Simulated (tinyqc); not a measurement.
Worked calculation: wafer bonding and layer transfer: bond energy, gap closing, particles, bonding of dissimilar wafers and hydrogen blisters. Computed by tinyqc, a small Python program that keeps every step. Command: `OMP_NUM_THREADS=1 python tinyqc.py 3019353 3019354 out.jsonl bond walk`. One thread of a shared host (Intel(R) Xeon(R) Processor @ 2.30GHz), about 0.01 s of CPU time with the checks. Intermediate numbers are printed to about 7 digits and carried at full precision; extremes and crossings named in words are read from the listed rows.

gamma is the energy per area of each of the two surfaces; plates are isotropic.

Inputs (values chosen for the exercise, for model wafers): Young's modulus E1 = 139 GPa; Young's modulus E2 = 87.5 GPa; Poisson ratio nu = 0.25; thickness t1 = 625 micrometre; thickness t2 = 500 micrometre; blade thickness t_b = 100 micrometre; crack length L = 19.4 mm; particle radius h = 0.25 micrometre; radius of a shallow gap R = 0.048 mm; half height of the gap h_g = 6.4 nm; expansion mismatch alpha_2 - alpha_1 = 1.1 1e-6/K; heating dT = 200 K; implant depth d = 1.3 micrometre; hydrogen dose = 4.7 1e16/cm^2; share of the dose released as H2 = 0.12; surface energy of the weakened plane gamma_s = 0.59 J/m^2; anneal temperature T = 650 K.

Pair: two different wafers.

Constants: k_B = 1.380649e-23 J/K.

## Bond energy from the blade test

Two cantilevers opened by t_b: gamma = 3 t_b^2 E1 t1^3 E2 t2^3/(16 L^4 (E1 t1^3 + E2 t2^3)).

bond energy gamma = 0.1094918 J/m^2

An error of 5 % in L changes gamma by about 20 %. This is the level of van der Waals or hydrogen bonds, as after contact at room temperature.

## Does a shallow gap close?

E' = E1/(1 - nu^2), equal wafers of thickness t1 assumed. A gap of radius R closes if h_g < h_c: h_c = R^2/sqrt((2/3) E' t1^3/gamma) for R > 2 t1 (plate bending), h_c = 3.6 sqrt(R gamma/E') for R < 2 t1 (local deformation).

closable height h_c = 21.43346 nm

h_g/h_c = 0.2985986

The gap closes.

## Void around a particle

E' = E1/(1 - nu^2), equal wafers assumed. Void radius in the plate regime: R_v = [(2/3) E' t1^3/gamma]^(1/4) h^(1/2). Below h_crit = 5 sqrt(t1 gamma/E') the wafers deform locally and R_v is of the order of h (taken as h).

critical particle radius = 0.1074185 micrometre

void radius = 1926.516 micrometre

The void is 7700 times the particle.

## Heating a pair with different expansion

M = E/(1 - nu), misfit e = (alpha_2 - alpha_1) dT. Curvature k = 6 M1 M2 t1 t2 (t1 + t2) e/[M1^2 t1^4 + M2^2 t2^4 + 2 M1 M2 t1 t2 (2 t1^2 + 3 t1 t2 + 2 t2^2)]; force per width F = k (M1 t1^3 + M2 t2^3)/(6 (t1 + t2)); at the interface s1 = F/t1 + M1 k t1/2, s2 = -F/t2 - M2 k t2/2; stored biaxial energy U = F^2 [1/(M1 t1) + 1/(M2 t2)] + k^2 (M1 t1^3 + M2 t2^3)/12; the pair can part when U > 2 gamma.

curvature = 0.2781384 1/m

force per width = 2.465366 kN/m

stress in wafer 1 at the interface = 20.05343 MPa

stress in wafer 2 at the interface = -13.04310 MPa

stored energy U = 0.5423806 J/m^2

largest dT for this gamma = 127.0819 K

U exceeds 2 gamma: the pair can debond; the bond strengthens on heating, so slow ramps or thinning one wafer first help.

## Blistering after hydrogen implantation

A flat crack of radius r under a layer of thickness d, as a clamped plate: centre height w = 3 p r^4/(16 E' d^3), volume pi r^2 w/3, energy release G = 3 p^2 r^4/(32 E' d^3), E' = E1/(1 - nu^2). It grows when G = 2 gamma_s. The gas comes from the area pi r^2: p V = (dose x share/2) pi r^2 k_B T, and G = p w/2 = (3/2) N k_B T with N the H2 molecules per area. Share needed: G = 2 gamma_s. The pressure and height at growth are given for r = 10 d.

energy release G = 0.3796094 J/m^2

share of the dose needed = 0.3730150

pressure at growth = 11.98134 MPa

height at growth = 196.9729 nm

The released gas does not suffice by this estimate. In this plate limit G depends on neither r nor d.

## Closable height against the size of the gap

The formulas are those given above.

Gap closing:
```
R (mm)    regime      h_c (nm)  slope h_c/R
1.00e-04   local  9.782990e-01  0.009782990
1.00e-03   local  3.093653e+00  0.003093653
1.00e-02   local  9.782990e+00  0.000978299
1.00e-01   local  3.093653e+01  0.000309365
5.00e-01   local  6.917618e+01  0.000138352
2.00e+00   plate  2.694354e+02  0.000134718
5.00e+00   plate  1.683971e+03  0.000336794
2.00e+01   plate  2.694354e+04  0.001347177
5.00e+01   plate  1.683971e+05  0.003367943
```

Roughness of 100 nm scale may be 0.98 nm in half height, waviness of radius 5 cm as much as 170 micrometre: h_c goes as R^(1/2) when the wafer deforms locally and as R^2 when it bends. The allowed slope is least near R = 2 t1, so defects about 4 t1 wide are the hardest to close; bow matters little.

Checks made by the program: gamma against the derivative of the beam energy (relative difference 2e-10).
